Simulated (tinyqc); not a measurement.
Disorder broadening of a flat band (such as a Landau level) in the self-consistent Born approximation: one step of the calculation.

The local Green function is G = g0(z - Sigma) with z = E + i eta and g0(z) = 1/z; the self-energy is Sigma = D G. The density of states is -Im G/pi.

Task. Born step. G = g0(z - Sigma), Sigma(out) = D G, Sigma(new) = Sigma + mix (Sigma(out) - Sigma).

Parameters, values chosen for the exercise:
- D = 0.021 eV^2 (variance of the random potential)
- eta = 0.01 eV (bare broadening)
- E = 0.188 eV (energy from the band centre)
- mix = 0.5 (mixing)

Sigma after iteration 1 = 0.055693488-0.002962420i eV

Find: G; Sigma(out); Sigma after iteration 2.

Result.

G = 7.4863-0.7335i 1/eV
Sigma(out) = 0.15721-0.01540i eV
Sigma after iteration 2 = 0.10645-0.00918i eV

Range of the model: The self-consistent Born approximation misses band tails from rare fluctuations and localisation.

Computed by the program tinyqc: `OMP_NUM_THREADS=1 python tinyqc.py 2720117 2720118 out.jsonl`, one thread of a shared Intel Xeon 2.30GHz, about 0.01 s for the whole run.
